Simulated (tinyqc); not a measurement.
Virtual-crystal alloy A(1-x)B(x) in sp3s* tight binding: one step. The Hamiltonian at X. Two cases, with inputs chosen for the exercise.

Question. k = (1,0,0); parameters in the order Esa, Epa, Esc, Epc, Exa, Exc, Vss, Vxx, Vxy, Vsapc, Vscpa, Vxapc, Vpaxc.

sp3s* tight binding, nearest neighbours only: anion (a) at 0, cation (c) at a/4 (1,1,1), orbitals s, px, py, pz, s* on each; k in units of 2 pi/a. With phases e_j = exp(i (pi/2) k.n_j) for n = (1,1,1), (1,-1,-1), (-1,1,-1), (-1,-1,1): g0 = (e1+e2+e3+e4)/4, g1 = (e1+e2-e3-e4)/4, g2 = (e1-e2+e3-e4)/4, g3 = (e1-e2-e3+e4)/4. The diagonal holds the levels Esa, Epa, Exa (s*) and Esc, Epc, Exc. Anion-cation block: <sa|sc> = Vss g0; <sa|xc> = Vsapc g1; <xa|sc> = -Vscpa g1; <xa|xc> = Vxx g0; <xa|yc> = <ya|xc> = Vxy g3, <xa|zc> = <za|xc> = Vxy g2, <ya|zc> = <za|yc> = Vxy g1; <s*a|xc> = Vxapc g1; <xa|s*c> = -Vpaxc g1; y and z take g2 and g3 in place of g1; s-s* and s*-s* vanish.

Give: g0, g1, g2, g3; H.

Case 1.

parameters (eV): Esa -8.164120, Epa 1.024890, Esc -2.310760, Epc 3.653750, Exa 8.354410, Exc 6.744620, Vss -6.506297, Vxx 1.938070, Vxy 4.899077, Vsapc 4.640132, Vscpa 5.704233, Vxapc 4.756497, Vpaxc 4.839378

Answer.

g0, g1, g2, g3: 0.0000  1.0000i  0.0000  0.0000

H (eV):
```
           sa       xa        ya        za       s*a        sc       xc       yc       zc       s*c
sa    -8.1641        0         0         0         0         0  4.6401i        0        0         0
xa          0   1.0249         0         0         0  -5.7042i        0        0        0  -4.8394i
ya          0        0    1.0249         0         0         0        0        0  4.8991i         0
za          0        0         0    1.0249         0         0        0  4.8991i        0         0
s*a         0        0         0         0    8.3544         0  4.7565i        0        0         0
sc          0  5.7042i         0         0         0   -2.3108        0        0        0         0
xc   -4.6401i        0         0         0  -4.7565i         0   3.6538        0        0         0
yc          0        0         0  -4.8991i         0         0        0   3.6538        0         0
zc          0        0  -4.8991i         0         0         0        0        0   3.6538         0
s*c         0  4.8394i         0         0         0         0        0        0        0    6.7446
```

Case 2.

parameters (eV): Esa -8.142040, Epa 1.114400, Esc -2.248800, Epc 4.072960, Exa 8.530640, Exc 7.133080, Vss -7.337993, Vxx 2.131461, Vxy 5.143667, Vsapc 4.289144, Vscpa 6.258354, Vxapc 4.687547, Vpaxc 5.051347

Answer.

g0, g1, g2, g3: 0.0000  1.0000i  0.0000  0.0000

H (eV):
```
           sa       xa        ya        za       s*a        sc       xc       yc       zc       s*c
sa    -8.1420        0         0         0         0         0  4.2891i        0        0         0
xa          0   1.1144         0         0         0  -6.2584i        0        0        0  -5.0513i
ya          0        0    1.1144         0         0         0        0        0  5.1437i         0
za          0        0         0    1.1144         0         0        0  5.1437i        0         0
s*a         0        0         0         0    8.5306         0  4.6875i        0        0         0
sc          0  6.2584i         0         0         0   -2.2488        0        0        0         0
xc   -4.2891i        0         0         0  -4.6875i         0   4.0730        0        0         0
yc          0        0         0  -5.1437i         0         0        0   4.0730        0         0
zc          0        0  -5.1437i         0         0         0        0        0   4.0730         0
s*c         0  5.0513i         0         0         0         0        0        0        0    7.1331
```

Computed by tinyqc, one run a case: `OMP_NUM_THREADS=1 python tinyqc.py N N+1 out.jsonl` with N = 1451020, 1452824; one thread of a shared Intel(R) Xeon(R) Processor @ 2.30GHz, about 0.1 s a run at most.
